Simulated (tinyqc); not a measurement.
# From one set of inputs to another, one input at a time

Model: leakage currents through a thin dielectric. Computed by tinyqc, a small Python program. Command: `OMP_NUM_THREADS=1 python tinyqc.py 3006197 3006198 out.jsonl leak ladder`. One thread of a shared host (Intel(R) Xeon(R) Processor @ 2.30GHz), about 0.5 s of CPU time with the checks.

Electrons leave an electrode with Fermi energy E_F above its band bottom; barriers are counted from the Fermi level, and both electrodes are alike. They cross the interlayer first.

The inputs printed are set A. Set A is modelled on SiO2; the values taken over come from a set modelled on HfO2. Inputs not listed in the table keep their values of set A, so the rows need not describe a real material.

Inputs (values chosen for the exercise, modelled on SiO2):

| quantity | value | unit |
|---|---|---|
| barrier height phi_B | 3.34 | eV |
| tunnelling mass m | 0.41 | m_0 |
| static permittivity k | 3.81 | - |
| optical permittivity k_o | 2.18 | - |
| trap depth phi_t | 1.8 | eV |
| Poole-Frenkel prefactor sigma_0 | 3.5e-06 | S/cm |
| thickness t | 5.6 | nm |
| electrode Fermi energy E_F | 6.9 | eV |
| electrode mass m_e | 0.5 | m_0 |
| voltage V | 1.4 | V |
| temperature T | 398 | K |
| interlayer thickness t_i | 0.93 | nm |
| interlayer barrier phi_i | 3.03 | eV |
| interlayer mass m_i | 0.45 | m_0 |
| interlayer permittivity k_i | 3.5 | - |

Stack: dielectric on an interlayer.

Constants: m_0 = 9.1093837015e-31 kg; e = 1.602176634e-19 C; hbar = 1.054571817e-34 J s; k_B = 8.617333262e-05 eV/K; k_B = 1.380649e-23 J/K; eps_0 = 8.8541878128e-12 F/m; h = 6.62607015e-34 J s.

Method:
- Fields: F_i = V/(t_i + t k_i/k), F = F_i k_i/k; equivalent oxide thickness 3.9 (t/k + t_i/k_i).
- WKB: a layer of mass m, field F and barrier b(x) = b_0 - e F x gives the exponent (4 sqrt(2 m)/(3 hbar e F)) [b_0^(3/2) - max(b_0 - e F t, 0)^(3/2)] for b_0 > 0; b_0 = barrier - (E - E_F), less e F_i t_i for the second layer; the transmission is D(E) = exp(-sum of exponents), without image force.
- Tsu-Esaki: J = (e m_e k_B T/(2 pi^2 hbar^3)) int D(E) ln[(1 + exp((E_F - E)/k_B T))/(1 + exp((E_F - eV - E)/k_B T))] dE over the normal energy E (its change with the mass at an interface is neglected) from max(0, E_F - 3 eV) to E_F + largest barrier, by 100 Gauss-Legendre points in each part, split at E_F - 0.3 eV (if inside the range) and E_F + 8 k_B T.
- The mean energy weights E - E_F by the integrand.
- Schottky emission J = A T^2 exp(-(phi_B - sqrt(e^3 F/(4 pi k_o eps_0)))/k_B T), A = 4 pi e m k_B^2/h^3 with the tunnelling mass; Poole-Frenkel J = sigma_0 F exp(-(phi_t - sqrt(e^3 F/(pi k_o eps_0)))/k_B T); both use the field F of the dielectric and ignore the interlayer.

Each row keeps all changes above it:

| input moved | from | to | tunnel current density (A/cm^2) | Poole-Frenkel current density (A/cm^2) | transmission D(E_F) |
|---|---|---|---|---|---|
| set A | - | - | 5.5737e-23 | 3.5300e-13 | 8.2870e-31 |
| thickness t (nm) | 5.6 | 5.9 | 2.1827e-24 | 2.0927e-13 | 3.4165e-32 |
| optical permittivity k_o | 2.18 | 4.13 | 2.1827e-24 | 6.1308e-16 | 3.4165e-32 |
| voltage V (V) | 1.4 | 0.9 | 6.6232e-26 | 1.8266e-17 | 9.7999e-34 |
| static permittivity k | 3.81 | 21 | 4.9623e-25 | 6.7993e-19 | 7.5667e-33 |
| trap depth phi_t (eV) | 1.8 | 1.1 | 4.9623e-25 | 4.9705e-10 | 7.5667e-33 |
| interlayer thickness t_i (nm) | 0.93 | 1.2 | 3.1636e-26 | 2.3531e-10 | 5.0647e-34 |
| temperature T (K) | 398 | 473 | 1.2714e-23 | 9.0938e-09 | 5.0647e-34 |

Tunnel current density goes from 5.57e-23 to 1.27e-23, a factor 0.228 in all. The largest single move comes from temperature T (a factor 402), but it runs against the net change; the largest move in the direction of the net change is voltage V (a factor 0.0303). Poole-Frenkel current density goes from 3.53e-13 to 9.09e-9, a factor 25800 in all. The largest single move comes from trap depth phi_t (a factor 7.31e8), and optical permittivity k_o works against it (a factor 0.00293). Transmission D(E_F) goes from 8.29e-31 to 5.06e-34, a factor 6.11e-4 in all. The largest single move comes from voltage V (a factor 0.0287), and static permittivity k works against it (a factor 7.72). The single moves hold for this order of the switches; the total does not depend on the order.

Caution (rows optical permittivity k_o, voltage V, static permittivity k): so small a Poole-Frenkel current cannot be measured, and its value is formal.

Extremes, crossings and ranges named in words are read from the listed rows.
